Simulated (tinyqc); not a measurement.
Born-von Karman spring model of a cubic crystal with one atom per cell: one step, computed by the program tinyqc. Command: `OMP_NUM_THREADS=1 python tinyqc.py 3016501 3016502 out.jsonl springs walk`. One thread of a shared host (Intel(R) Xeon(R) Processor @ 2.30GHz), about 0.2 s of CPU time with the checks.

First neighbours lie at a/2 (1,1,1) (8 of them), second at a (1,0,0) (6), with all permutations and signs; the volume per atom is Omega = a^3/2. Two shells of springs match a real metal only roughly, above all at the zone boundary.

Task: Dynamical matrix at q. A neighbour at R with unit vector n couples by the matrix K(R) = kL n n^T + kT (1 - n n^T), and D(q) = (1/M) sum_R K(R) [1 - cos(q.R)].

Inputs (values chosen for the exercise, modelled on molybdenum): atomic mass M = 95.95 u; radial spring k1L = 4.05 eV/angstrom^2; transverse spring k1T = -0.031 eV/angstrom^2; radial spring k2L = 3.9 eV/angstrom^2; transverse spring k2T = -0.18 eV/angstrom^2.

Lattice: bcc.

wave vector q (2 pi/a): [0.61, 0.23, 0]

Give: D(q).

Result:

D(q) (eV/(angstrom^2 u)), rows x, y, z:
$$\begin{pmatrix}
0.2796 & 0.0706 & 0.0000 \\
0.0706 & 0.2035 & 0.0000 \\
0.0000 & 0.0000 & 0.1291
\end{pmatrix}$$
